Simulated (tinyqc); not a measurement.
Free and trapped electrons in a MOS channel with a dense trap tail: one step of the calculation.

p-type body, charge-sheet picture, full ionisation (an idealisation for deep acceptors), Boltzmann statistics for free electrons. e = Ec - EF at the surface. Acceptor-like traps of density D(E) = D0 + De exp(-E/Ew) at depth E below Ec, from 0 to Eu, hold n_t = integral of D(E)/(1 + exp((e - E)/Vt)). psi = Eg - Vt ln(Nv/Na) - e; N_dep = sqrt(2 eps0 eps_r Na (psi - Vt)/q); n_f = sqrt(N_dep^2 + 2 eps0 eps_r Vt Nc exp(-e/Vt)/q) - N_dep; Vg = Vfb + psi + q (N_dep + n_t + n_f)/Cox, Cox = eps0 eox/tox.

Task. Charges and gate voltage. psi, N_dep, n_f and Vg as defined, with the n_t given; free share n_f/(n_f + n_t); apparent mobility mf n_f/(n_f + n_t); gate voltage spent on traps q n_t/Cox.

Inputs (values chosen for the exercise); band and dielectric values close to those of 4H silicon carbide: temperature T = 300 K; band gap Eg = 3.27 eV; relative permittivity eps_r = 9.63; conduction-band density of states at T Nc = 1.69e19 cm^-3; valence-band density of states at T Nv = 2.48e19 cm^-3; relative permittivity of the insulator eox = 3.9; insulator thickness tox = 48 nm; acceptor density Na = 5.1e16 cm^-3; flat-band voltage without trapped charge Vfb = -2.06 V; mobility of free electrons mf = 210 cm^2/(V s); Ec - EF at the surface e = 0.084 eV.

Constants: q = 1.602176634e-19 C, kB = 1.380649e-23 J/K, Vt = kB T/q, eps0 = 8.8541878128e-14 F/cm where lengths are in cm. Results are converted to the units shown.

n_t = 2.0566391e11 cm^-2

Give: psi; N_dep; n_f; Vg; free share; apparent mobility; gate voltage spent on traps.

Result.

psi = 3.026 V
N_dep = 1.276e12 cm^-2
n_f = 6.884e10 cm^-2
Vg = 4.420 V
free share = 25.08 %
apparent mobility = 52.66 cm^2/(V s)
gate voltage spent on traps = 0.4580 V

Program tinyqc, `OMP_NUM_THREADS=1 python tinyqc.py 2222116 2222117 out.jsonl`; Intel Xeon 2.30GHz, shared host, one thread, about 0.02 s.
